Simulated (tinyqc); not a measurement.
Inside a calculation. Method: plane-wave Kohn-Sham cycle with exchange-only LDA in a layered model solid. One step of it, computed by the program tinyqc.

Task: Iteration 2: Hamiltonian at one k. H(m,m') = (k + G_m)^2/2 delta + V(G_m - G_m'), with V(-G) = V(G).

A solid whose potential varies along x alone (atomic units):
```
parameter,value
period a,11.300000
cross-section of the cell,38.000000
electrons per cell,4
grid points,16
"plane waves -n..n, n",2
k points,4
V1 in V1 cos(2 pi x/a),-0.260000
```

V(G_m), m = 0, 1, 2, ... (hartree): -0.193852  -0.003541  0.004409  -0.001341  0.000169

k = 0.125000 2 pi / a

Give: H.

Result:

H (hartree), lower triangle:
```
,-2,-1,+0,+1,+2
-2,0.3496
-1,-0.0035,-0.0755
+0,0.0044,-0.0035,-0.1914
+1,-0.0013,0.0044,-0.0035,0.0018
+2,0.0002,-0.0013,0.0044,-0.0035,0.5042
```
